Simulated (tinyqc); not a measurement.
Bound state in one dimension: Numerov shooting, finite differences, DVR, step by step. Computed by tinyqc, a small Python program that keeps every step. Settings: points = 48. Command: `OMP_NUM_THREADS=1 python tinyqc.py 29073 29074 out.jsonl` (the two numbers bound the seeds that draw the settings). One thread of a shared host (Intel(R) Xeon(R) Processor @ 2.60GHz), about 0.01 s of CPU time with the checks.

## Numerov steps at E = -8.48

One particle of mass 1 in V = -8.65 exp(-x^2/1.87^2) (atomic units), psi = 0 at both ends:

| parameter | value |
|---|---|
| left end | -7 |
| right end | 7 |
| intervals | 48 |
| h | 0.291667 |
| state sought (nodes) | 2 |

k_i = 2 m (E - V_i); (1 + h^2 k_(i+1)/12) y_(i+1) = 2 (1 - 5 h^2 k_i/12) y_i - (1 + h^2 k_(i-1)/12) y_(i-1), from y_0 = 0, y_1 = 0.001.

Points along the way:

| i | x | V | k | y |
|---|---|---|---|---|
| 0 | -7.000000 | -0.000007 | -16.959986 | 0.000000 |
| 1 | -6.708333 | -0.000022 | -16.959955 | 0.001000 |
| 2 | -6.416667 | -0.000067 | -16.959867 | 0.003640 |
| 3 | -6.125000 | -0.000190 | -16.959621 | 0.012249 |
| 4 | -5.833333 | -0.000514 | -16.958972 | 0.040946 |
| 5 | -5.541667 | -0.001327 | -16.957345 | 0.136785 |
| 16 | -2.333333 | -1.823258 | -13.313485 | 62311.945822 |
| 17 | -2.041667 | -2.626183 | -11.707635 | 179953.268670 |
| 18 | -1.750000 | -3.603061 | -9.753879 | 486468.734250 |
| 19 | -1.458333 | -4.708558 | -7.542883 | 1208940.430900 |
| 20 | -1.166667 | -5.861032 | -5.237936 | 2712210.029000 |
| 21 | -0.875000 | -6.949123 | -3.061755 | 5404538.491000 |

## Bisection on the node count

With more sign changes than the state has nodes (the last point included) the energy is too high, else too low; the bracket starts as -8.48 to -0.05.

Trials:

| trial | E | sign changes | y at the right end | next |
|---|---|---|---|---|
| 1 | -4.26500000 | 2 | 2.41e+09 | raise |
| 2 | -2.15750000 | 4 | 5.34e+04 | lower |
| 3 | -3.21125000 | 3 | -2.45e+07 | lower |
| 4 | -3.73812500 | 3 | -5.37e+07 | lower |
| 5 | -4.00156250 | 2 | 3.25e+08 | raise |
| 6 | -3.86984375 | 2 | 4.26e+07 | raise |
| 7 | -3.80398438 | 3 | -2.05e+07 | lower |
| 8 | -3.83691406 | 2 | 6.48e+06 | raise |
| 9 | -3.82044922 | 3 | -8.05e+06 | lower |
| 10 | -3.82868164 | 3 | -1.05e+06 | lower |
| 11 | -3.83279785 | 2 | 2.65e+06 | raise |
| 12 | -3.83073975 | 2 | 7.80e+05 | raise |
| 13 | -3.82971069 | 3 | -1.40e+05 | lower |
| 14 | -3.83022522 | 2 | 3.19e+05 | raise |
| ... | ... | ... | ... | ... |
| 28 | -3.82986831 | 2 | 2.58e+01 | raise |
| 29 | -3.82986830 | 2 | 1.18e+01 | raise |
| 30 | -3.82986829 | 2 | 4.82e+00 | raise |

eigenvalue = -3.82986829 hartree

## The same grid by other methods

Three-point finite differences and the sine-DVR kinetic matrix of Colbert and Miller on the same points.

Lowest levels (hartree):

| state | finite differences | DVR |
|---|---|---|
| 0 | -7.603040 | -7.591746 |
| 1 | -5.638421 | -5.589599 |
| 2 | -3.930760 | -3.825852 |
| 3 | -2.481004 | -2.324157 |
| 4 | -1.302084 | -1.121110 |
